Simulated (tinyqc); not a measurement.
Potential-pH (Pourbaix) lines of a metal, its cation, its oxide and an oxyanion, with a complexing ligand: one step, computed by the program tinyqc.

Potentials are against the standard hydrogen electrode; solids and water have unit activity; dG_f of M, H+ and the electron is zero; F = e N_A and s = R T ln(10)/F. The cation carries z = 2.

Question. A complexing ligand. M2+ + 2e = M; MO + 2H+ + 2e = M + H2O; MO2(2-) + 4H+ + 2e = M + 2H2O. For each, E0 = -dG/(z F), and E = E0 + (s/z) log10 a - (s n_H/z) pH, with no activity term for the oxide. The free ligand is c_L/(1 + 10^(pKa - pH)) (ligand in excess); dissolved metal is a in all, so the free cation is a/alpha, alpha = 1 + beta [L]; the cation line drops by (s/z) log10 alpha.

Inputs (values chosen for the exercise, modelled on zinc):
```
quantity,value,unit
temperature T,298.15,K
log10 of the dissolved activity a,-4,-
pH,4.9,-
log10 of the stability constant beta of ML,11,-
pKa of HL,6.9,-
total ligand c_L,0.018,mol/L
```

Species: M, M2+, MO, MO2(2-).

E0 (V): cation -0.7768020, oxide -0.4280962, oxyanion 0.3920803

s = 0.05915935 V

Give: free ligand; log10 alpha; cation line with ligand; that line less the oxide line.

Answer.

free ligand = 1.782e-04 mol/L

log10 alpha = 7.251

cation line with ligand = -1.110 V

that line less the oxide line = -0.3916 V
